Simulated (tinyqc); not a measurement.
Inside a calculation. Method: Luttinger-Kohn k.p, four valence bands. One step of it, computed by the program tinyqc.

Question. Hole masses. E = c [g1 k^2 -/+ 2 sqrt(g2^2 k^4 + 3 (g3^2 - g2^2)(kx^2 ky^2 + ky^2 kz^2 + kz^2 kx^2))] with c = hbar^2/2m, and m* = hbar^2 k^2 / (2 E).

Luttinger parameters chosen for this model; energies are counted downward from the top of the valence band:
```
parameter     value  unit
g1         4.780000
g2         1.530000
g3         2.090000
```

Give: Masses.

Answer.

Masses (electron masses):
```
direction  heavy  light
[100]      0.581  0.128
[110]      1.177  0.115
[111]      1.667  0.112
```
